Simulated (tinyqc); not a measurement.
# Long-channel MOSFET, surface-potential model: two studies

n-channel transistor on a uniformly doped p-type body, gradual-channel approximation, constant mobility, Boltzmann statistics, full ionisation. Potentials are counted from the neutral body; V is the electron quasi-Fermi potential, Vsb at the source and Vsb + Vds at the drain. Charges are magnitudes per area.

Parameters, values chosen for the exercise; material values close to those of gallium nitride:
- T = 325 K (temperature)
- Eg = 3.43 eV (band gap)
- eps_r = 9.65 (relative permittivity of the semiconductor)
- Nc = 2.6e18 cm^-3 (conduction-band density of states at T)
- Nv = 5.29e19 cm^-3 (valence-band density of states at T)
- Na = 1.7e16 cm^-3 (acceptor density of the body)
- eox = 7.51 (relative permittivity of the gate insulator)
- tox = 10 nm (insulator thickness)
- Vfb = -1.38 V (flat-band voltage)
- mu = 280 cm^2/(V s) (channel mobility)
- W = 20 um (gate width)
- L = 1 um (gate length)
- Vsb = 0.3 V (source-body reverse bias)
- Vgs = 2.35 V (gate-source voltage)
- Vds = 0.5 V (drain-source voltage)

Constants: q = 1.602176634e-19 C, kB = 1.380649e-23 J/K, Vt = kB T/q, eps0 = 8.8541878128e-14 F/cm where lengths are in cm. Results are converted to the units shown.

Each table varies one quantity; the others keep the values above.

## Transfer curve from weak to strong inversion

ni = sqrt(Nc Nv) exp(-Eg/(2 Vt)), Eg in volts; phiF = Vt ln(Na/ni); Cox = eps0 eox/tox; gamma = sqrt(2 q eps0 eps_r Na)/Cox. The surface potential psi at channel potential V solves Vgs + Vsb - Vfb - psi = gamma sqrt(G), G = psi - Vt + Vt exp((psi - 2 phiF - V)/Vt). Charge sheet: Qi = Cox gamma [sqrt(G) - sqrt(psi - Vt)]; I = mu (W/L) [integral of Qi dpsi from psi_0 to psi_L (drift) + Vt (Qi0 - QiL) (diffusion)], with psi_0 at V = Vsb and psi_L at V = Vsb + Vds. Pao-Sah: Qi(V) = (Cox gamma/2) integral from 3 Vt to psi of exp((u - 2 phiF - V)/Vt)/sqrt(G(u, V)) du, and I = mu (W/L) integral of Qi dV from Vsb to Vsb + Vds. Square law: VT = Vfb + 2 phiF + gamma sqrt(2 phiF + Vsb), m = 1 + gamma/(2 sqrt(2 phiF + Vsb)), I = mu Cox (W/L) [(Vgs - VT) v - m v^2/2] with v the smaller of Vds and (Vgs - VT)/m, and zero below VT. gm = dI/dVgs of the charge-sheet current.

Transfer curve from weak to strong inversion:
```
Vgs (V)  I, charge sheet (uA)  I, Pao-Sah (uA)  drift share (%)  gm/I (1/V)  I, square law (uA)
1.67                 7.810e-5         7.845e-5         0.001299       34.55                   0
1.76                 0.001750         0.001758          0.02912       34.55                   0
1.84                  0.02768          0.02781           0.4566       34.40                   0
1.93                   0.5647           0.5703            7.967       31.51               6.083
2.02                    6.053            6.234            38.34       20.60               39.65
2.11                    25.86            26.94            62.05       12.60               102.6
2.2                     65.92            68.86            74.04       8.634               194.8
2.28                    120.7            126.1            80.06       6.655               301.4
2.37                    205.4            214.1            84.33       5.250               449.1
```

What does the table show?

The charge-sheet current rises from 7.81e-5 to 205 uA. In the first row gm/I is 34.5 1/V, a swing of 66.7 mV a decade, against Vt ln 10 = 64.5 mV a decade for an ideal gate; in the last it is 5.25 1/V. Drift passes half of the current at Vgs = 2.11 V among the rows listed (VT = 1.87 V). The charge sheet departs most from Pao-Sah at Vgs = 2.2 V, where it is 4.3 % below it. In the last row the square law is 2.10 times Pao-Sah. For Vgs = 2.02 to 2.37 V the surface electron density at the source passes 0.3 Nc, where degeneracy and quantisation, left out here, matter.

## Effect of the insulator thickness

VT = Vfb + 2 phiF + gamma sqrt(2 phiF + Vsb), m = 1 + gamma/(2 sqrt(2 phiF + Vsb)). The swing is 20 mV/log10[I(VT - 0.14 V)/I(VT - 0.16 V)] of the charge-sheet current at the given Vds.

Result of one run:
```
tox (nm)  gamma (V^0.5)  VT (V)      m  swing (mV/decade)  I at Vgs, Vds (uA)
6.1             0.06259   1.799  1.017              65.91               402.2
```

What becomes of these results when the insulator thickness tox is changed from 6.1 to 4.5 nm, all else the same?

Result of the changed run:
```
tox (nm)  gamma (V^0.5)  VT (V)      m  swing (mV/decade)  I at Vgs, Vds (uA)
4.5             0.04617   1.769  1.013              65.61               592.2
```

The whole series:
```
tox (nm)  gamma (V^0.5)  VT (V)      m  swing (mV/decade)  I at Vgs, Vds (uA)
3.3             0.03386   1.746  1.009              65.39               840.3
4.5             0.04617   1.769  1.013              65.61               592.2
6.1             0.06259   1.799  1.017              65.91               402.2
8.2             0.08413   1.838  1.023              66.30               259.8
11               0.1129   1.891  1.031              66.82               153.5
15               0.1539   1.966  1.042              67.57               74.24
20               0.2052   2.060  1.056              68.50               27.87
```

As tox goes from 3.3 to 20 nm, VT rises from 1.75 to 2.06 V, the swing rises from 65.4 to 68.5 mV a decade and the current falls from 840 to 27.9 uA. The swing is 0.47 % above m Vt ln 10 in the first row and 0.60 % above it in the last. In every row the surface electron density at the source passes 0.3 Nc, where degeneracy and quantisation, left out here, matter.

Computed by the program tinyqc: `OMP_NUM_THREADS=1 python tinyqc.py 2360061 2360062 out.jsonl`, one thread of a shared Intel Xeon 2.30GHz, about 0.04 s for the whole run.
